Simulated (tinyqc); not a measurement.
Biaxially strained (001) channel, valley splitting in an inversion layer: effect of the germanium share of the relaxed buffer.

A thin layer grown on a relaxed buffer is stretched in the plane. The two valleys with their long axis along the growth direction (D2) sink against the four in-plane ones (D4); confinement in a triangular well splits them too. Only the lowest subband of each set is kept; one relaxation time, so the weakening of intervalley scattering is left out.

e_par = b1 x, e_perp = -2 (c12/c11) e_par, splitting D = Xu (e_par - e_perp), in-plane stress (c11 + c12 - 2 c12^2/c11) e_par. Levels E(m) = 2.33811 (hbar^2 q^2 F^2/(2 m))^(1/3): E2 = E(ml), E4 = E(mt) + D; N2 = 2 mt kB T/(pi hbar^2), N4 = 4 sqrt(mt ml) kB T/(pi hbar^2). EF solves Ns = N2 ln(1 + exp((EF - E2)/Vt)) + N4 ln(1 + exp((EF - E4)/Vt)); f2 is the share in D2, and 1/mc = f2/mt + (1 - f2)(1/mt + 1/ml)/2. Critical thickness (Matthews-Blakeslee, 60-degree dislocations): h = bv (1 - nu/4)[ln(h/bv) + 1]/(4 pi e_par (1 + nu)), nu = c12/(c11 + c12). The gain is mc(x = 0)/mc.

Inputs (values chosen for the exercise); values close to those of silicon on relaxed silicon-germanium:
- T = 300 K (temperature)
- b1 = 0.0418 (lattice mismatch per unit x)
- c11 = 165 GPa (elastic constant)
- c12 = 62.6 GPa (elastic constant)
- Xu = 9 eV (shear deformation potential)
- ml = 0.913 m0 (longitudinal mass)
- mt = 0.195 m0 (transverse mass)
- F = 0.98 MV/cm (confining field)
- Ns = 1.3e12 cm^-2 (inversion density)
- bv = 0.384 nm (Burgers vector)

Constants: q = 1.602176634e-19 C, kB = 1.380649e-23 J/K, hbar = 1.054571817e-34 J s, m0 = 9.1093837015e-31 kg, Vt = kB T/q, hbar^2/(2 m0) = 0.0380998212 eV nm^2. Results are converted to the units shown.

The same in every row: f2 without strain = 0.9466.

Results:
```
x,D (meV),f2,mc (m0),gain,critical thickness (nm)
0.03,19.85,0.9743,0.1970,1.011,120.0
0.09,59.55,0.9943,0.1954,1.019,32.21
0.15,99.25,0.9988,0.1951,1.021,17.06
0.27,178.6,0.9999,0.1950,1.021,7.976
0.33,218.3,1.000,0.1950,1.021,6.089
0.39,258.0,1.000,0.1950,1.021,4.838
0.45,297.7,1.000,0.1950,1.021,3.953
```

Estimate the missing row, x = 0.21.

Computed row:
```
x,D (meV),f2,mc (m0),gain,critical thickness (nm)
0.21,138.9,0.9997,0.1950,1.021,11.09
```

With this row back in the table: As x goes from 0.03 to 0.45, f2 rises from 0.974 to 1.00 (without strain: it stays at 0.947) and the gain rises from 1.01 to 1.02. The gain cannot pass 1.021, reached when D4 is empty, while the critical thickness falls from 120 to 3.95 nm.

Numbers from tinyqc (`OMP_NUM_THREADS=1 python tinyqc.py 2530048 2530049 out.jsonl`; about 0.02 s on one thread of a shared Intel Xeon 2.30GHz).
